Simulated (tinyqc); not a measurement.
Width of the well: polar nitride quantum well with polarisation fields.

Growth along [0001]. e_par = (a_sub - a)/a, Ppz = 2 e_par (e31 - e33 C13/C33), P = Psp + Ppz in each layer; strain relaxation and the strain shift of the gaps are left out, although thick layers with more than about 1 % mismatch would relax.

In a periodic stack without free charge the potential drop over a period vanishes: F_w = (P_b - P_w) Lb/(eps0 (eps_w Lb + eps_b Lw)), F_b = -F_w Lw/Lb, eps0 = 8.8541878e-12 F/m; 1 MV/cm = 1e8 V/m = 0.01 V/angstrom.

Envelope functions on cells of 0.25 angstrom over barrier, well, barrier (widths Lb, Lw, Lb), psi = 0 beyond, psi'/m continuous (mean mass between points), c = hbar^2/2m0. With u(z) the integral of e F (F_w in the well, F_b = -F_w Lw/Lb in the barriers, 1 MV/cm = 0.01 V/angstrom), zero at the centre of the well, the electron sees u plus Vc in the barriers and the hole -u plus Vv. The transition is Eg + E_e + E_h; excitons are left out.

Constants: hbar^2/2m0 = 3.80998211 eV angstrom^2; hc = 1239.841984 eV nm.

Parameters, chosen for this exercise (near those of an InGaN well in GaN; not measured data):
- a_w = 3.296 angstrom (lattice constant a, well)
- a_b = 3.189 angstrom (lattice constant a, barrier)
- a_sub = 3.189 angstrom (in-plane lattice constant of the stack)
- Psp_w = -0.0291 C/m^2 (spontaneous polarisation)
- Psp_b = -0.0341 C/m^2 (spontaneous polarisation)
- e31_w = -0.363 C/m^2
- e31_b = -0.336 C/m^2
- e33_w = 0.727 C/m^2
- e33_b = 0.656 C/m^2
- C_w = 0.299 (C13/C33)
- C_b = 0.261 (C13/C33)
- eps_w = 11.7 (dielectric constant)
- eps_b = 10.5 (dielectric constant)
- Lb = 70 angstrom (barrier width)
- Eg = 2.321 eV (gap of the well)
- Vc = 0.761 eV (conduction offset)
- Vv = 0.358 eV (valence offset)
- me = 0.161 m0 (electron, well)
- meb = 0.2 m0 (electron, barrier)
- mh = 1.92 m0 (hole, everywhere)
- Ls = (12, 18, 24, 30, 36, 45) angstrom (well widths)

Field, levels and overlap anew for each width.

Results:

| Lw (angstrom) | F_w (MV/cm) | E (eV) | E without field (eV) | overlap^2 | ln overlap^2 |
|---|---|---|---|---|---|
| 12 | -3.571 | 2.6766 | 2.7574 | 0.597 | -0.52 |
| 24 | -3.151 | 2.2499 | 2.5178 | 0.141 | -1.96 |
| 30 | -2.976 | 2.0914 | 2.4657 | 0.0468 | -3.06 |
| 36 | -2.819 | 1.9510 | 2.4317 | 0.0127 | -4.36 |
| 45 | -2.613 | 1.7657 | 2.3995 | 0.00134 | -6.62 |

Give the missing row, Lw (angstrom) = 18.

Computed row:
```
Lw (angstrom)  F_w (MV/cm)  E (eV)  E without field (eV)  overlap^2  ln overlap^2
18                  -3.348  2.4369                2.6037      0.335         -1.09
```

The red shift grows from 81 to 634 meV. The line drops below Eg between 18 and 24 angstrom, which a square well can never do. Over the last two rows dE/dLw = -20.6 meV per angstrom, against -|e F_w| = -26.1 in the last row; the field itself weakens by 27 % over the table, since a wider well shares the drop with the barrier. The overlap falls by a factor 445.

(tinyqc, `OMP_NUM_THREADS=1 python tinyqc.py 1282549 1282550 out.jsonl`, Intel(R) Xeon(R) Processor @ 2.30GHz, 1 thread, shared host, about 0.06 s.)
